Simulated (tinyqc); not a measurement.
Four-band model of biased bilayer graphene near K, step by step. Values are carried at full precision from step to step, so a last printed digit may differ when a step is redone from the rounded ones.

Constants: hbar^2/2m0 = 3.80998211 eV angstrom^2.

Inputs chosen for the exercise (near those used for Bernal bilayer graphene; not measured data):
- a = 2.46 angstrom (lattice constant)
- g0 = 3.09 eV (hopping in a layer)
- g1 = 0.329 eV (hopping of the dimer sites)
- g3 = 0.31 eV (skew hopping A1-B2)
- g4 = 0.14 eV (skew hopping A1-A2)
- U = 0.08 eV (potential difference of the layers)
- k = (0.004, 0.011) 1/angstrom (wave vector from K)

## Velocities and mass

v_j = (sqrt3/2) a g_j; low-energy mass m/m0 = c g1/v0^2 with c = hbar^2/2m0; crossover wave vector g1/(2 v0).

v0, v3, v4 (eV angstrom): 6.5830  0.6604  0.2983

mass = 0.02892 m0
crossover = 0.02499 1/angstrom

## H at one k

Basis A1, B1, A2, B2, with B1 below A2; p = kx + i ky, v_j = (sqrt3/2) a g_j. Diagonal -U/2, -U/2, U/2, U/2; <A1|B1> = <A2|B2> = v0 p*, <B1|A2> = g1, <A1|B2> = v3 p, <A1|A2> = <B1|B2> = -v4 p*.

Fill in the matrix.

H (eV), lower triangle (Hermitian):
```
                 A1               B1              A2      B2
A1          -0.0400
B1   0.0263+0.0724i          -0.0400
A2  -0.0012-0.0033i           0.3290          0.0400
B2   0.0026-0.0073i  -0.0012-0.0033i  0.0263+0.0724i  0.0400
```

## Levels and layer polarisation

Diagonalise; the weight on layer 1 is that of A1 and B1.

levels (eV): -0.3501  -0.0416  0.0445  0.3472

weights:
```
    band 1  band 2  band 3  band 4
A1   0.035   0.873   0.078   0.014
B1   0.534   0.000   0.049   0.417
A2   0.414   0.047   0.000   0.539
B2   0.017   0.081   0.872   0.030
```

weight on layer 1: 0.569  0.873  0.127  0.431

Band 2 has 87 % of its weight on layer 1, the layer of lower potential, and band 3 has 13 %; the dimer sites hold 5 % of band 3.

## The Mexican hat (g3 = g4 = 0)

At K the levels are -/+ U/2 and -/+ sqrt(g1^2 + U^2/4). The smallest gap, U g1/sqrt(U^2 + g1^2), lies on a ring of radius kg = (U/2 v0) sqrt((2 g1^2 + U^2)/(g1^2 + U^2)), v0 = (sqrt3/2) a g0; the height of the hat is U/2 less half that gap.

gap = 0.0777 eV
kg = 0.00847 1/angstrom
height of the hat = 1.13 meV

## Checks

- Gap on the ring from the formula against the matrix: both 0.0777349.

Run: tinyqc, `OMP_NUM_THREADS=1 python tinyqc.py 1451904 1451905 out.jsonl`; Intel(R) Xeon(R) Processor @ 2.30GHz, one thread, shared host; about 0.06 s of CPU time with all checks.
